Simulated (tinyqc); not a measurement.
From results back to parameters: Gamma, L and X subbands of a thin body with non-parabolic valleys. Two cases, with inputs chosen for the exercise.

Problem. Hard walls; each subband edge rises by e with e (1 + a e) = c (pi/t)^2/m_z, c = hbar^2/2m0. The thickness at which the Gamma and L edges cross was computed from a hidden bulk separation EL.

Constants: hbar^2/2m0 = 3.80998211 eV angstrom^2.

Find: rise of Gamma; rise of L; EL.

Method. At the crossing the rise of Gamma equals EL plus the rise of L.

Case 1.

Values chosen (near those of a thin GaAs channel; the results hold for these values, not for the real material):
- mG = 0.0658 m0 (Gamma mass)
- aG = 0.58 1/eV (Gamma non-parabolicity)
- mzL = 0.1075 m0 (confinement mass of the lowest L group)
- aS = 0.59 1/eV (non-parabolicity of L and X)

crossing thickness = 20.696 angstrom

Solution.

rise of Gamma = 0.882 eV
rise of L = 0.602 eV
EL = 0.280 eV

Case 2.

Values chosen (near those of a thin GaSb channel; the results hold for these values, not for the real material):
- mG = 0.039 m0 (Gamma mass)
- aG = 1.16 1/eV (Gamma non-parabolicity)
- mzL = 1.31 m0 (confinement mass of the lowest L group)
- aS = 0.59 1/eV (non-parabolicity of L and X)

crossing thickness = 96.113 angstrom

Solution.

rise of Gamma = 0.094 eV
rise of L = 0.003 eV
EL = 0.091 eV

Computed by tinyqc, one run a case: `OMP_NUM_THREADS=1 python tinyqc.py N N+1 out.jsonl` with N = 1281549, 1281638; one thread of a shared Intel(R) Xeon(R) Processor @ 2.30GHz, about 0.07 s a run at most.
